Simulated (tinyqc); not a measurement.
# Band offsets from two capacitances

Inverse problem. A p-n heterojunction (1: p-type, 2: n-type) in the depletion approximation obeys 1/C^2 = 2 (er1 N1 + er2 N2)(Vbi - V)/(q eps0 er1 er2 N1 N2), with Vbi = dEc + Eg1 - Vt ln(Nc2 Nv1/(N1 N2)), dEc = Ec2 - Ec1 and dEv = Eg2 - Eg1 - dEc. Find N2, Vbi, dEc and dEv.

Inputs (values chosen for the exercise); band and dielectric values those of a made-up pair:
- T = 300 K (temperature)
- Eg1 = 0.848 eV (band gap of material 1)
- er1 = 16.7 (relative permittivity of material 1)
- Nv1 = 8.34e18 cm^-3 (valence-band density of states of material 1)
- Eg2 = 1.34 eV (band gap of material 2)
- er2 = 12.1 (relative permittivity of material 2)
- Nc2 = 6.32e17 cm^-3 (conduction-band density of states of material 2)
- N1 = 1.4e18 cm^-3 (acceptor density of material 1)

Constants: q = 1.602176634e-19 C, kB = 1.380649e-23 J/K, Vt = kB T/q, eps0 = 8.8541878128e-14 F/cm where lengths are in cm. Results are converted to the units shown.

C at V = -0.4 and -3 V (nF/cm^2): [31.651326, 18.156371]

Answer. The slope of 1/C^2 against -V is (2/(q eps0)) (1/(er2 N2) + 1/(er1 N1)), which gives N2; the intercept is Vbi, and the offsets follow.

N2 = 1.50e16 cm^-3
Vbi = 0.875 V
dEc = 0.170 eV
dEv = 0.322 eV

Program tinyqc, `OMP_NUM_THREADS=1 python tinyqc.py 2040148 2040149 out.jsonl`; Intel Xeon 2.30GHz, shared host, one thread, about 0.03 s.
